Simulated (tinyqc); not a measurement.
Length of a molecular wire: coherent transport through a tight-binding bridge. Computed by the program tinyqc. 

A uniform bridge between two chains:
```
parameter,value
site energy (eV),1.150000
hopping in the bridge (eV),0.600000
lead hopping (eV),1.940000
couplings (eV),"1.18, 0.38"
E (eV),0.020000
```

T = Gamma_L Gamma_R |G_1n|^2 with the self-energies of semi-infinite chains.

Transmission against length:
```
sites,T,ln T
2,4.9444e-02,-3.0069
3,3.2337e-02,-3.4315
4,2.7619e-02,-3.5892
5,2.9693e-02,-3.5169
6,4.0841e-02,-3.1981
7,7.8176e-02,-2.5488
8,2.5666e-01,-1.3600
9,5.4687e-01,-0.6035
10,1.3288e-01,-2.0183
```

E lies inside the band of the bridge (|E - e|/2h = 0.942 < 1): T does not decay but oscillates with length, between 0.028 and 0.547 here, as levels of the bridge pass E.
